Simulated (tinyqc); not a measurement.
Koster-Slater impurity in an sp3s* host, step by step. Values are carried at full precision from step to step, so a last printed digit may differ when a step is redone from the rounded ones.

sp3s* tight binding, nearest neighbours only: anion (a) at 0, cation (c) at a/4 (1,1,1), orbitals s, px, py, pz, s* on each; k in units of 2 pi/a. With phases e_j = exp(i (pi/2) k.n_j) for n = (1,1,1), (1,-1,-1), (-1,1,-1), (-1,-1,1): g0 = (e1+e2+e3+e4)/4, g1 = (e1+e2-e3-e4)/4, g2 = (e1-e2+e3-e4)/4, g3 = (e1-e2-e3+e4)/4. The diagonal holds the levels Esa, Epa, Exa (s*) and Esc, Epc, Exc. Anion-cation block: <sa|sc> = Vss g0; <sa|xc> = Vsapc g1; <xa|sc> = -Vscpa g1; <xa|xc> = Vxx g0; <xa|yc> = <ya|xc> = Vxy g3, <xa|zc> = <za|xc> = Vxy g2, <ya|zc> = <za|yc> = Vxy g1; <s*a|xc> = Vxapc g1; <xa|s*c> = -Vpaxc g1; y and z take g2 and g3 in place of g1; s-s* and s*-s* vanish.

Values chosen for the exercise (out of a larger set: near a published set for Si; not measured data):
```
symbol  value                                                                                        unit  meaning
p       (-4.217, 1.717, -4.217, 1.717, 6.646, 6.646, -8.27, 1.704, 4.576, 5.77, 5.77, 5.401, 5.401)  eV    order Esa, Epa, Esc, Epc, Exa, Exc, Vss, Vxx, Vxy, Vsapc, Vscpa, Vxapc, Vpaxc
N       6                                                                                                  mesh
V       -13.2                                                                                        eV    shift of the p levels
```

## The gap of the host

Gaps from the top of the valence band to Gamma, to the minimum on (x,0,0) from 0.5 to 1, and to L; the smallest is Eg.

top of the valence band on the scale of the parameters = 0.0130 eV

gaps (eV): Gamma 3.4080, Delta 1.1429, L 2.4683

Eg (smallest gap of the host) = 1.14286 eV

## Where the weight lies

A defect on a cation site (c) shifts the s level there by Vs or the three p levels by Vp and leaves the rest. A level in the gap solves 1/Vs = G_s(E) (symmetry A1) or 1/Vp = G_p(E) (T2, threefold), with G(E) = (1/N^3) sum over k and bands of w/(E - e), where w is the weight of the state on the s orbital of that site, or the mean weight on its px, py, pz. Mesh: k = f1 (-1,1,1) + f2 (1,-1,1) + f3 (1,1,-1), f = (j + 1/2)/N, j = 0 to N - 1. Energies from the top of the valence band at Gamma; the s* orbital of the site is left as it is. An infinite shift removes the s or p orbitals, the model of the ideal vacancy: G(E) = 0.

For each band: mean energy over the mesh and summed weights; each column of weights adds to one.

Bands:
```
band  mean energy (eV)  s weight  p weight
1              -10.164    0.4134    0.0264
2               -6.190    0.1983    0.0896
3               -2.267    0.0058    0.1643
4               -1.821    0.0017    0.1660
5                1.749    0.0779    0.0777
6                2.652    0.2392    0.0425
7                5.243    0.0008    0.1653
8                5.679    0.0150    0.1561
9                9.673    0.0314    0.0465
10              10.476    0.0165    0.0655
```

The filled bands hold 0.619 of the s orbital and 0.446 of each p orbital of the cation. Filled states add positive terms to G in the gap and empty ones negative terms.

## Green functions across the gap

G at nine energies E = Eg j/8.

G(E) (1/eV):
```
E (eV)       G_s       G_p
0.0000  -0.07288   0.10024
0.1429  -0.08549   0.06225
0.2857  -0.09990   0.03534
0.4286  -0.11681   0.01138
0.5714  -0.13726  -0.01225
0.7143  -0.16303  -0.03759
0.8571  -0.19755  -0.06751
1.0000  -0.24933  -0.10861
1.1429  -0.37173  -0.20445
```

Both fall with E, as dG/dE = -sum w/(E - e)^2 demands. G_s keeps its sign, so the vacancy has no level of this symmetry in the gap. G_p changes sign, so the vacancy has a level of this symmetry in the gap.

## A first estimate from the table

A defect that shifts the p level of its cation site by V has a level where the host Green function G_p(E) equals 1/V; E is counted from the top of the valence band. Find it by linear interpolation between the two rows that bracket it.

1/V = -0.07576 1/eV
estimated level = 0.886 eV

## The level and its weight on the defect

Solve by bisection with the full sum. The weight of the bound state on the shifted orbital is G^2/(-G'), which is also dE/dV.

level = 0.8908 eV
G'(E) = -0.25506 1/eV^2
weight on the defect orbital = 0.0225

The level lies 0.891 eV above the valence band and 0.252 eV below the conduction band. Only 2.3 % of it sits on the shifted orbital, the rest on other orbitals, so a shift of 1 eV moves the level by about 23 meV.

## Checks

- Sum of the s weights over all bands against one: both 1.00000.
- First moment of the s weights against the s level of the site, on the scale of the parameters: both -4.21700.

tinyqc: `OMP_NUM_THREADS=1 python tinyqc.py 1451419 1451420 out.jsonl`; about 0.04 s, one thread, shared Intel(R) Xeon(R) Processor @ 2.30GHz.
